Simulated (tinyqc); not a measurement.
Composition from the perpendicular lattice constant.

Problem. The layer is x parts of the first compound and 1 - x of the second, grown coherently on the third as substrate and barrier. Rows of the table: lattice constant a, average valence level Ea on an absolute scale, spin-orbit splitting so, gaps at Gamma, X and L, hydrostatic deformation potentials av and ac (Gamma), shear potential b, elastic constants, electron and heavy-hole (along z) masses. All are interpolated linearly in x; gaps get -C x (1 - x), taken wholly in the conduction band; real line-ups can differ from this model by 0.1 eV or more. In-plane strain e = (a_substrate - a)/a, e_z = -2 (c12/c11) e, volume change 2 e + e_z. X-ray diffraction gives a_z = a (1 + e_z) of the coherent layer. Find x, e and the relaxed Gamma gap.

Inputs (values chosen for the exercise): bowing of the Gamma gap CG = 0.477 eV; bowing of the X gap CX = 1.4 eV; bowing of the L gap CL = 0.33 eV.

Binary compounds, values chosen for the exercise:
```
,close to InAs,close to GaAs,close to InP
a (angstrom),6.058,5.653,5.869
Ea (eV),-6.67,-6.92,-7.04
so (eV),0.383,0.34,0.109
EG (eV),0.356,1.42,1.32
EX (eV),1.39,1.88,2.19
EL (eV),1.07,1.7,1.96
av (eV),1,1.14,1.26
ac (eV),-5.11,-7.16,-5.07
b (eV),-1.82,-1.68,-1.7
c11 (GPa),82.8,120,101
c12 (GPa),46,54.3,55.4
me (m0),0.0232,0.0678,0.0804
mh (m0),0.334,0.349,0.535
```

lattice constant along the growth direction = 5.93147206 angstrom

Solution. a_z changes steadily with x, about (1 + 2 c12/c11) times as fast as the relaxed lattice constant, so one composition matches.

x = 0.6100
e = -0.5263 %
relaxed Gamma gap = 0.6575 eV

Program tinyqc, `OMP_NUM_THREADS=1 python tinyqc.py 2690043 2690044 out.jsonl`; Intel Xeon 2.30GHz, shared host, one thread, about 0.01 s.
